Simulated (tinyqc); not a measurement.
# Film and buried-oxide thickness from two coupling ratios

Problem. In a depleted film -dVT/dVb is k1 = Cs Cbox/(Cox (Cs + Cbox)) for a front channel and k2 = Cbox (Cox + Cs)/(Cox Cs) for a back channel, with Cox = eps0 eox/tox, Cs = eps0 eps_r/ts, Cbox = 3.9 eps0/tb. Find ts and tb.

Values chosen for this exercise; band and dielectric values close to those of silicon:
```
symbol  value  unit                                                                 meaning
eps_r    11.7                                                         relative permittivity
eox      9.02        relative permittivity of the gate insulator (close to aluminium oxide)
tox       6.7    nm                                                     insulator thickness
```

coupling ratios for a front and a back channel: 0.15801250  0.51644494

Answer. With y = Cox/Cs and z = Cox/Cbox, 1/k1 = y + z and k2 = (1 + y)/z, so y = (k2/k1 - 1)/(1 + k2); the thicknesses follow from y and z.

ts = 13.0 nm
tb = 14.0 nm

tinyqc, about 0.3 s, one thread, Intel Xeon 2.30GHz (shared host): `OMP_NUM_THREADS=1 python tinyqc.py 2190026 2190027 out.jsonl`
